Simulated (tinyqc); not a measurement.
Which input was changed? Model: Born-von Karman spring model of a cubic crystal with one atom per cell. Computed by tinyqc, a small Python program. Command: `OMP_NUM_THREADS=1 python tinyqc.py 3020316 3020317 out.jsonl springs which`. One thread of a shared host (Intel(R) Xeon(R) Processor @ 2.30GHz), about 0.7 s of CPU time with the checks.

First neighbours lie at a (1,0,0) (6 of them), second at a (1,1,0) (12), with all permutations and signs; the volume per atom is Omega = a^3.

Inputs (values chosen for the exercise, for a model crystal): lattice constant a = 4.23 angstrom; atomic mass M = 86.2 u; radial spring k1L = 0.462 eV/angstrom^2; transverse spring k1T = 0.037 eV/angstrom^2; radial spring k2L = 0.23 eV/angstrom^2; transverse spring k2T = 0.011 eV/angstrom^2; mesh divisions n = 8; temperature T = 400 K.

Lattice: sc.

Constants: 1 eV/angstrom^3 = 160.2176634 GPa; nu for 1 eV/(angstrom^2 u) = 15.6333042 THz; h x 1 THz = 4.135667696 meV; k_B = 8.617333262e-05 eV/K; hbar^2/u = 4.18015928e-03 eV angstrom^2.

Method:
- [ij,kl] = (1/(2 Omega)) sum_R K_ij R_k R_l; C11 = [xx,xx], C44 = [xx,yy], C12 = 2 [xy,xy] - C44; B = (C11 + 2 C12)/3; Zener ratio A = 2 C44/(C11 - C12). K(R) = kL n n^T + kT (1 - n n^T).
- A neighbour at R with unit vector n couples by the matrix K(R) = kL n n^T + kT (1 - n n^T), and D(q) = (1/M) sum_R K(R) [1 - cos(q.R)].
- An eigenvalue lambda of D in eV/(angstrom^2 u) gives nu = 15.6333042 THz x sqrt(lambda).
- Take the highest frequency at X = (0.5, 0, 0) (2 pi/a).
- Mesh: q = sum_i (m_i + 1/2)/n b_i, m_i = 0..n-1, with b = [[1.0, 0.0, 0.0], [0.0, 1.0, 0.0], [0.0, 0.0, 1.0]] in 2 pi/a; sums are averages over the n^3 points, per atom.
- With x = h nu/(k_B T) and n = 1/(exp(x) - 1) for each mode: F = k_B T [x/2 + ln(1 - exp(-x))], U = k_B T x (n + 1/2), S/k_B = x n - ln(1 - exp(-x)), C/k_B = x^2 n (n + 1).
- <u_x^2> = (1/3) sum over modes of hbar^2/(2 M h nu) coth(x/2); zero-point energy = sum h nu/2. <u_x^2> converges slowly with the mesh, from below, with an error of order 1/n.

Problem. One of these inputs alone was changed, within the range given: lattice constant a (2.115 to 8.46); radial spring k2L (0.115 to 0.46); transverse spring k1T (0.0185 to 0.074); temperature T (200 to 800). Which one, and to what value?

Results:
```
run     C11 (GPa)  highest frequency at X (THz)  entropy S (k_B/atom)
before   35.75543                      3.271999              6.866916
after    39.90646                      3.271999              6.866916
```

Solution.

Each candidate set to reproduce C11, and what it then gives:
```
candidate                               range searched  value needed  highest frequency at X (THz)  entropy S (k_B/atom)
lattice constant a (angstrom)            2.115 to 8.46         3.790                        3.2720                6.8669
radial spring k2L (eV/angstrom^2)        0.115 to 0.46        0.2848                        3.4567                6.7106
transverse spring k1T (eV/angstrom^2)  0.0185 to 0.074     no effect                             -                     -
temperature T (K)                           200 to 800     no effect                             -                     -
```

Only lattice constant a fits every result: it went from 4.23 to 3.79 angstrom. The next best candidate, radial spring k2L, misses one result by 5.6 %.
